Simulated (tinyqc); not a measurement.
Worked calculation: FCI on RHF in the sto-3g basis, for H3-, spin multiplicity 1. The basis has no diffuse functions, so it cannot describe the extra electron: this is an exercise in the method, not the real anion. One step of it, computed by the program tinyqc.

Problem. Integrals over molecular orbitals. (pq|rs) = sum C_ip C_jq C_kr C_ls (ij|kl), one index at a time.

coefficients C:
```
            MO1        MO2        MO3
1H 1s  0.527577   0.000000   1.134217
2H 1s  0.400007   0.739976  -0.748235
3H 1s  0.400007  -0.739976  -0.748235
```

core Hamiltonian H = T + V (hartree):
```
           1H 1s      2H 1s      3H 1s
1H 1s  -1.413463  -0.743810  -0.743810
2H 1s  -0.743810  -1.181844  -0.161027
3H 1s  -0.743810  -0.161027  -1.181844
```

Two-electron integrals (ij|kl) in chemists' order, unique and non-zero (hartree):
```
(11|11) 0.774606   (21|11) 0.268046   (21|21) 0.122678   (22|11) 0.448511
(22|21) 0.268046   (22|22) 0.774606   (31|11) 0.268046   (31|21) 0.086743
(31|22) 0.142978   (31|31) 0.122678   (32|11) 0.050306   (32|21) 0.019825
(32|22) 0.038753   (32|31) 0.019825   (32|32) 0.003782   (33|11) 0.448511
(33|21) 0.142978   (33|22) 0.241454   (33|31) 0.268046   (33|32) 0.038753
(33|33) 0.774606
```

Give: one-electron integrals over orbitals h = C^T H C; Two-electron integrals over orbitals.

Solution.

one-electron integrals over orbitals h = C^T H C (hartree):
```
        1       2       3
1  -1.451   0.000  -0.130
2   0.000  -1.118   0.000
3  -0.130   0.000  -0.797
```

Two-electron integrals over orbitals (pq|rs), unique and non-zero (hartree):
```
(11|11) 0.532    (21|21) 0.162    (22|11) 0.470    (22|22) 0.521
(31|11) 0.078    (31|22) -0.046   (31|31) 0.139    (32|21) -0.143
(32|32) 0.145    (33|11) 0.555    (33|22) 0.489    (33|31) 0.093
(33|33) 0.610
```
